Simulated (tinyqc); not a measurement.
## Esaki diode in forward bias, two-band WKB: effect of temperature

Abrupt p-n junction, depletion approximation. Energies E are counted from the conduction-band edge of the neutral n side; its Fermi level lies at dn, that of the p side at dn - V, and the valence-band edge of the neutral p side at Em = dn + dp - V. Tunnelling needs 0 < E < Em. Two-band dispersion with equal masses m: inside the gap kappa = sqrt(m u (1 - u/Eg)/C), u the distance from a band edge, C = hbar^2/(2 m0).

Nc and Nv are given at 300 K and scale as (T/300 K)^1.5; Eg, m and eps_r are held. Nd = Nc F12(dn/Vt), Na = Nv F12(dp/Vt), F12(x) = (2/sqrt(pi)) int_0^infinity sqrt(u)/(1 + exp(u - x)) du; dn = EF - Ec on the n side, dp = Ev - EF on the p side (negative outside the bands); Vbi = Eg + dn + dp. W = sqrt(2 eps0 eps_r (Vbi - V)(1/Na + 1/Nd)/q), mean field F = (Vbi - V)/W, peak field 2 F. In a uniform field F the exponent is S = pi sqrt(m/C) Eg^1.5/(4 F). Transverse energy Et = C kt^2/m raises it to S (1 + 4 Et/Eg), so T = exp(-S) exp(-Et/Eb) with Eb = Eg/(4 S). KJ = (2 q^2/h) m/(4 pi C) (times 1e14 for A/cm^2 per eV^2). J = KJ exp(-S) Eb times the integral from 0 to Em of [f(E - dn) - f(E - dn + V)] [1 - exp(-min(E, Em - E)/Eb)] dE, f(x) = 1/(1 + exp(x/Vt)), with S and Eb from the mean field; J > 0 flows from p to n.

Inputs (values chosen for the exercise); band and dielectric values close to those of gallium arsenide: band gap Eg = 1.43 eV; relative permittivity eps_r = 13; conduction-band density of states at 300 K Nc = 4.39e17 cm^-3; valence-band density of states at 300 K Nv = 8.89e18 cm^-3; band-edge mass of the two-band model m = 0.069 m0; acceptor density Na = 9.4e19 cm^-3; donor density Nd = 6.9e18 cm^-3; bias of the p side V = 0.077 V.

Constants: q = 1.602176634e-19 C, kB = 1.380649e-23 J/K, hbar = 1.054571817e-34 J s, h = 6.62607015e-34 J s, m0 = 9.1093837015e-31 kg, Vt = kB T/q, eps0 = 8.8541878128e-14 F/cm where lengths are in cm, hbar^2/(2 m0) = 0.0380998212 eV nm^2. Results are converted to the units shown.

Results:

| T (K) | Vbi (V) | mean field (MV/cm) | S | J (A/cm^2) |
|---|---|---|---|---|
| 50 | 1.777 | 0.8720 | 20.73 | 0.001471 |
| 100 | 1.776 | 0.8718 | 20.73 | 0.001463 |
| 150 | 1.775 | 0.8716 | 20.74 | 0.001448 |
| 200 | 1.774 | 0.8713 | 20.74 | 0.001422 |
| 400 | 1.764 | 0.8688 | 20.80 | 0.001201 |

Estimate the missing row, T = 300 K.

Computed row:

| T (K) | Vbi (V) | mean field (MV/cm) | S | J (A/cm^2) |
|---|---|---|---|---|
| 300 | 1.770 | 0.8703 | 20.77 | 0.001333 |

With this row back in the table: Vbi falls from 1.78 to 1.76 V, S stays near 20.8, and |J| falls from 0.00147 to 0.00120 A/cm^2, a spread of a factor 1.22. That is small against a thermally activated current. The shrinking of the gap with temperature, left out here, would raise J.

Range of the model: Parabolic densities of states, no band tails and no gap narrowing, all of which matter at such doping.

Numbers from tinyqc (`OMP_NUM_THREADS=1 python tinyqc.py 2620061 2620062 out.jsonl`; about 0.01 s on one thread of a shared Intel Xeon 2.30GHz).
